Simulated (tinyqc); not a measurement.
Worked calculation: localisation in a chain with random site energies (transfer matrices). Values are carried at full precision from step to step, so a last printed digit may differ when a step is redone from the rounded ones.

Hopping -t; leads with site energy 0, E = -2t cos(ka). psi_(j+1) = ((e_j - E)/t) psi_j - psi_(j-1), a product of matrices M_j = [[(e_j - E)/t, -1], [1, 0]]. For M = M_N ... M_1 the transmission is T = 4 sin^2(ka)/|M21 - M12 + M22 exp(ika) - M11 exp(-ika)|^2. Long samples draw e_j = W (x_j/2147483647 - 1/2) from x_j = 16807 x_(j-1) mod 2147483647, starting at x0. The localisation length xi, in sites, is defined by ln T = -2N/xi on average; weak disorder gives xi = 24 (4t^2 - E^2)/W^2, and the mean free path for backscattering is xi/2.

Inputs chosen for the exercise: t = 0.69 eV (hopping); E = -1 eV (energy); e = (-0.44, -0.47, -0.21, 0.16, -0.05, -0.03, -0.44, -0.04, 0.41, -0.4) eV (site energies of the short sample); W = 0.96 eV (full width of the disorder); a = 4.7 angstrom (spacing).

## The product of transfer matrices

Multiply site by site and give T for each length.

Running product:
```
j   (e_j - E)/t      M11      M12      M21      M22       T
1        0.8116   0.8116  -1.0000   1.0000   0.0000  0.8237
2        0.7681  -0.3766  -0.7681   0.8116  -1.0000  0.8745
3        1.1449  -1.2428   0.1206  -0.3766  -0.7681  0.9773
4        1.6812  -1.7127   0.9708  -1.2428   0.1206  0.9559
5        1.3768  -1.1153   1.2160  -1.7127   0.9708  0.9413
6        1.4058   0.1448   0.7387  -1.1153   1.2160  0.9307
7        0.8116   1.2328  -0.6165   0.1448   0.7387  0.9457
8        1.3913   1.5704  -1.5965   1.2328  -0.6165  0.9589
9        2.0435   1.9763  -2.6458   1.5704  -1.5965  0.6992
10       0.8696   0.1481  -0.7043   1.9763  -2.6458  0.5598
```

T is 0.5598 for the whole sample and does not fall steadily (it rises at j = 2, 3, 7 and 8): reflected waves interfere. The determinant of M stays 1.

## The same sites added without interference

One site alone reflects R_j = e_j^2/(e_j^2 + 4t^2 - E^2); incoherent addition sums R/(1 - R), and T = 1/(1 + sum).

R_j: [0.1763, 0.1963, 0.0465, 0.0275, 0.0028, 0.0010, 0.1763, 0.0018, 0.1567, 0.1503]

sum of R/(1 - R) = 1.1178
T without interference = 0.4722

The coherent product gives 0.5598 for this sample.

## Weak-disorder lengths

Form ka, xi, xi a and the mean free path xi a/2.

ka = 0.7603 rad
xi = 23.55 sites

lengths (nm): localisation 11.069, mean free path 5.535

The formula needs xi well above one site.

## Checks

- T from the product against the Green function: both 0.55985.

Computed by tinyqc, a small Python program: `OMP_NUM_THREADS=1 python tinyqc.py 1451670 1451671 out.jsonl` (the numbers bound the seed that draws the inputs); one thread of a shared host (Intel(R) Xeon(R) Processor @ 2.30GHz), about 0.07 s for the whole set of steps.
